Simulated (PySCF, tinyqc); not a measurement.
CISD on RHF in the sto-3g basis, for H3+, spin multiplicity 1, step by step. The lowest restricted solution is unstable here: a spin-polarised one lies 0.0053 hartree lower (PySCF). One step of it, computed by the program tinyqc.

Problem. CISD: determinants and Hamiltonian. Slater-Condon rules over spin orbitals, with the nuclear repulsion added and E(HF) subtracted on the diagonal. Only determinants linked to the reference directly or through others are kept (one block of an abelian symmetry group), so some states are absent.

one-electron integrals over orbitals h = C^T H C (hartree), lower triangle:
```
           1          2          3
1  -1.408977
2   0.000000  -1.090802
3  -0.091627   0.000000  -0.807637
```

Two-electron integrals over orbitals (pq|rs), unique and non-zero (hartree):
```
(11|11) 0.535595    (21|21) 0.147229    (22|11) 0.451504    (22|22) 0.511737
(31|11) 0.091627    (31|22) -0.049527   (31|31) 0.141707    (32|21) -0.145029
(32|32) 0.161428    (33|11) 0.541716    (33|22) 0.479461    (33|31) 0.079624
(33|33) 0.575545
```

nuclear repulsion = 1.13557341 hartree

Hartree-Fock energy = -1.14678667 hartree

Give: determinants; H - E(HF) between determinants.

Solution.

Occupation strings over the orbitals (2 doubly, a alpha, b beta, 0 empty; spin orbitals ordered 1a 1b 2a 2b ...): 200 a0b b0a 020 002

H - E(HF) between determinants (hartree), lower triangle:
```
        200      a0b     b0a     020     002
200  0.0000
a0b  0.0000   0.6075
b0a  0.0000  -0.1417  0.6075
020  0.1472  -0.1450  0.1450  0.6125
002  0.1417  -0.0120  0.0120  0.1614  1.2426
```
